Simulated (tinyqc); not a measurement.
# Thickness of the second layer from the transmission

Problem. A two-layer stack carries the voltage V: F1 = V/(t1 + t2 eps1/eps2), F2 = F1 eps1/eps2; U = phi1 - F1 x in layer 1 and phi2 - F1 t1 - F2 (x - t1) in layer 2. T = exp(-S) at E = 0, C = hbar^2/(2 m0). Each layer adds (2/F) sqrt(m/C) [G(u at its left edge) - G(u at its right edge)] to S, with u = U - E (0 where negative) and G(u) = (2/3) u^1.5. Find t2, known to lie between 0.3 and 6 nm, and F1.

Inputs (values chosen for the exercise):
- phi1 = 2.47 eV (barrier of layer 1 above the emitter Fermi level at zero bias)
- m1 = 0.41 m0 (tunnelling mass of layer 1)
- t1 = 0.8 nm (thickness of layer 1)
- eps1 = 8.98 (relative permittivity of layer 1)
- phi2 = 1.52 eV (barrier of layer 2 at zero bias)
- m2 = 0.19 m0 (tunnelling mass of layer 2)
- eps2 = 21.2 (relative permittivity of layer 2)
- V = 1.2 V (voltage across the dielectric)

Constants: q = 1.602176634e-19 C, hbar = 1.054571817e-34 J s, m0 = 9.1093837015e-31 kg, hbar^2/(2 m0) = 0.0380998212 eV nm^2. Results are converted to the units shown.

T at E = 0 = 6.4537044e-6

Solution. Over that range S rises steadily with t2, so S = -ln T has one root, found by bisection.

t2 = 1.300 nm
F1 = 8.885 MV/cm

tinyqc, about 0.04 s, one thread, Intel Xeon 2.30GHz (shared host): `OMP_NUM_THREADS=1 python tinyqc.py 2540102 2540103 out.jsonl`
